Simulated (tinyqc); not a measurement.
# Mobility and threshold from two currents

Question. In the linear region I = mu Cox (W/L) [(Vgs - VT) Vds - m Vds^2/2], Cox = eps0 eox/tox. Find mu and VT.

Values chosen for this exercise: relative permittivity of the gate insulator eox = 7.14; insulator thickness tox = 7.7 nm; gate width W = 20 um; gate length L = 5 um.

Constants: eps0 = 8.8541878128e-14 F/cm where lengths are in cm. Results are converted to the units shown.

I at Vgs = 1.06 and 1.56 V, Vds = 0.05 V (uA): [10.936435, 25.714880]
m = 1.2291114

Answer. The slope dI/dVgs is mu Cox (W/L) Vds; the line meets zero current at VT + m Vds/2.

mu = 180 cm^2/(V s)
VT = 0.659 V

Computed by the program tinyqc: `OMP_NUM_THREADS=1 python tinyqc.py 2360002 2360003 out.jsonl`, one thread of a shared Intel Xeon 2.30GHz, about 0.03 s for the whole run.
